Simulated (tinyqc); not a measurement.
Valley-orbit splitting of a donor ground state, with strain: one step, computed by the program tinyqc.

The basis is the 1s envelope in each valley; energies are counted from the unstrained conduction-band edge. The strain is e_s (a a^T - 1/3) for the unit stress axis a, so valley j along n_j moves by Xi_u e_s w_j with w_j = (n_j.a)^2 - 1/3: +1/6 for x and y, -1/3 for z. The splitting at the zone boundary that a [110] shear adds for <100> valleys is left out.

Problem. Levels and ground state under strain. Diagonalise H; the ground vector has positive components. The density at the nucleus, and so the contact hyperfine coupling, scales as (sum_j c_j)^2/(number of valleys), which is 1 without strain; the envelopes are held fixed.

Valleys: six along <100>. Stress axis: [110].

H (meV), lower triangle (symmetric):
```
           +x         -x         +y         -y         +z         -z
+x  -35.80278
-x   -2.89000  -35.80278
+y   -3.77000   -3.77000  -35.80278
-y   -3.77000   -3.77000   -2.89000  -35.80278
+z   -3.77000   -3.77000   -3.77000   -3.77000  -35.67444
-z   -3.77000   -3.77000   -3.77000   -3.77000   -2.89000  -35.67444
```

Give: levels; valley amplitudes of the ground state; hyperfine ratio A/A_0.

Solution.

levels (meV): -53.730  -32.913  -32.913  -32.784  -31.153  -31.067

valley amplitudes of the ground state: +x 0.40902, -x 0.40902, +y 0.40902, -y 0.40902, +z 0.40671, -z 0.40671

hyperfine ratio A/A_0 = 0.99999
